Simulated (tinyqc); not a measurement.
Inside a calculation. Method: geometry optimisation on the RHF/sto-6g surface (energies and gradients from PySCF), for H2, spin multiplicity 1. One step of it, computed by the program tinyqc.

Task: Step 1: move. Steepest descent, p = -g / 0.3; steps longer than 0.5 bohr are cut back.

positions at the start (bohr):
```
           x         y         z
1H  0.000000  0.000000  0.000000
2H  0.000000  0.000000  1.462648
```

gradient (hartree/bohr):
```
             x           y            z
1H  0.00000000  0.00000000  -0.05768718
2H  0.00000000  0.00000000   0.05768718
```

Give: positions after step 1.

Result:

positions after step 1 (bohr):
```
         x       y       z
1H  0.0000  0.0000  0.1923
2H  0.0000  0.0000  1.2704
```
